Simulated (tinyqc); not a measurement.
# Free and trapped electrons in a MOS channel with a dense trap tail: effect of the temperature

p-type body, charge-sheet picture, full ionisation (an idealisation for deep acceptors), Boltzmann statistics for free electrons. e = Ec - EF at the surface. Acceptor-like traps of density D(E) = D0 + De exp(-E/Ew) at depth E below Ec, from 0 to Eu, hold n_t = integral of D(E)/(1 + exp((e - E)/Vt)). psi = Eg - Vt ln(Nv/Na) - e; N_dep = sqrt(2 eps0 eps_r Na (psi - Vt)/q); n_f = sqrt(N_dep^2 + 2 eps0 eps_r Vt Nc exp(-e/Vt)/q) - N_dep; Vg = Vfb + psi + q (N_dep + n_t + n_f)/Cox, Cox = eps0 eox/tox.

Nc and Nv are given at 300 K and scale as (T/300 K)^1.5; Eg, Vfb and mf are held fixed. VT is the Vg for n_f = 1e11 cm^-2; swing ln 10 n_f/(dn_f/dVg) at n_f = 1e8 cm^-2; the last three columns are for Vg = VT + 2.5 V, with free share n_f/(n_f + n_t) and field-effect mobility mf q (dn_f/dVg)/Cox; there EF is near the band edge, where Boltzmann statistics are rough.

Parameters, values chosen for the exercise; band and dielectric values close to those of 4H silicon carbide:
- Eg = 3.26 eV (band gap)
- eps_r = 9.52 (relative permittivity)
- Nc = 1.68e19 cm^-3 (conduction-band density of states at the reference temperature)
- Nv = 2.51e19 cm^-3 (valence-band density of states at the reference temperature)
- eox = 3.9 (relative permittivity of the insulator)
- tox = 31 nm (insulator thickness)
- Na = 4e16 cm^-3 (acceptor density)
- Vfb = -2.71 V (flat-band voltage without trapped charge)
- D0 = 2.8e10 cm^-2 eV^-1 (constant background density of acceptor-like traps)
- De = 9.8e12 cm^-2 eV^-1 (density of the tail at the conduction edge)
- Ew = 0.09 eV (decay energy of the tail)
- Eu = 0.75 eV (depth below Ec down to which the traps reach)
- mf = 110 cm^2/(V s) (mobility of free electrons)

Constants: q = 1.602176634e-19 C, kB = 1.380649e-23 J/K, Vt = kB T/q, eps0 = 8.8541878128e-14 F/cm where lengths are in cm. Results are converted to the units shown.

Results:
```
T (K),e at VT (eV),VT (V),q n_t/Cox at VT (V),swing (mV/decade),n_f (cm^-2),free share (%),field-effect mobility (cm^2/(V s))
200,0.03340,3.123,0.9181,160.7,1.559e12,64.22,105.7
250,0.05396,2.900,0.7629,145.6,1.476e12,63.93,102.7
300,0.07679,2.687,0.6226,134.7,1.416e12,64.38,99.55
350,0.1015,2.489,0.5016,129.8,1.379e12,65.52,96.68
400,0.1279,2.308,0.4005,130.5,1.360e12,67.19,94.43
450,0.1558,2.142,0.3179,135.6,1.353e12,69.23,92.84
550,0.2153,1.847,0.1987,154.6,1.362e12,73.79,91.25
```

Estimate the missing row, T = 500 K.

Computed row:
```
T (K),e at VT (eV),VT (V),q n_t/Cox at VT (V),swing (mV/decade),n_f (cm^-2),free share (%),field-effect mobility (cm^2/(V s))
500,0.1849,1.989,0.2515,143.9,1.355e12,71.47,91.82
```

With this row back in the table: As T goes from 200 to 550, VT falls from 3.12 to 1.85 V, its part due to traps falls from 0.918 to 0.199 V, the swing goes from 161 through a minimum of 130 (at T = 350 among the rows listed) to 155 mV/decade and the field-effect mobility falls from 106 to 91.2 cm^2/(V s). On heating the same n_f is reached with EF deeper in the gap, where fewer tail states are filled. For T = 200 e is under 2 Vt already at VT, so VT too is rough.

tinyqc, about 0.02 s, one thread, Intel Xeon 2.30GHz (shared host): `OMP_NUM_THREADS=1 python tinyqc.py 2222213 2222214 out.jsonl`
